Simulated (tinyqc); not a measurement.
# Changing the solids volume fraction c0

Model: spin coating of a resist or spin-on film: centrifugal thinning, evaporation and the final thickness (Emslie and Meyerhofer models). Computed by tinyqc, a small Python program. Command: `OMP_NUM_THREADS=1 python tinyqc.py 3111679 3111680 out.jsonl spincoat sweep`. One thread of a shared host (Intel(R) Xeon(R) Processor @ 2.30GHz), about 0.2 s of CPU time with the checks.

A Newtonian film stays uniform over the wafer; solvent and solids have the same density and the concentration is uniform through the thickness.

Inputs (values chosen for the exercise, of the order of those of a polymer resist in an ester solvent): kinematic viscosity of the solvent nu_s = 1.8 mm^2/s; viscosity constant k = 520 mm^2/s; viscosity exponent gamma = 2.4; spin speed f = 2500 rpm; evaporation rate at 1000 rpm e0 = 0.12 micrometre/s; starting thickness h0 = 200 micrometre; wafer radius R = 50 mm; shrinkage in the bake = 12 %.

Method:
- omega = 2 pi f/60; nu(c) = nu_s + k c^gamma; evaporation rate e = e0 sqrt(f/1000 rpm).
- Flow constant K = 2 omega^2/(3 nu(c0)); Reynolds number of the air omega R^2/nu_air with nu_air = 15 mm^2/s.
- Meyerhofer estimate: flow rules until (1 - c0) K h^3 = e, then evaporation alone: h_w = (e/((1 - c0) K))^(1/3), dry film c0 h_w.
- Full model for solids s and liquid l per area, h = s + l, c = s/h: ds/dt = -c Q, dl/dt = -(1 - c) Q - e, Q = 2 omega^2 h^3/(3 nu(c)); integrated adaptively (relative tolerance 1e-9) until l = 0.
- Dry film = s at l = 0, before the bake; film after the bake = s x (1 - shrinkage).

One run for each value:
```
solids volume fraction c0  dry film (nm)  nu(c0) (mm^2/s)  dry film, estimate (nm)  time to dry (s)
0.010                               19.7            1.808                     19.6           12.394
0.016                               31.8            1.825                     31.6           12.403
0.025                               50.7            1.874                     50.0           12.497
0.040                               85.7            2.030                     82.5           12.855
0.063                              150.5            2.483                    140.1           13.805
0.100                              290.0            3.870                    261.4           15.927
0.160                              615.6            8.196                    549.5           19.699
0.250                             1324.9           20.466                   1209.8           24.487
0.400                             3050.5           59.470                   2975.4           29.057
```

Over the rows, dry film (nm) rises from 19.7 to 3050 (exponent d ln y / d ln x 1.0 between the first rows and 1.8 between the last); nu(c0) (mm^2/s) rises from 1.81 to 59.5 (exponent d ln y / d ln x 0.020 between the first rows and 2.3 between the last); dry film, estimate (nm) rises from 19.6 to 2980 (exponent d ln y / d ln x 1.0 between the first rows and 1.9 between the last). In the estimate the dry film goes as c0 (nu/(1 - c0))^(1/3), so its exponent rises above 1 once the solids raise the viscosity.
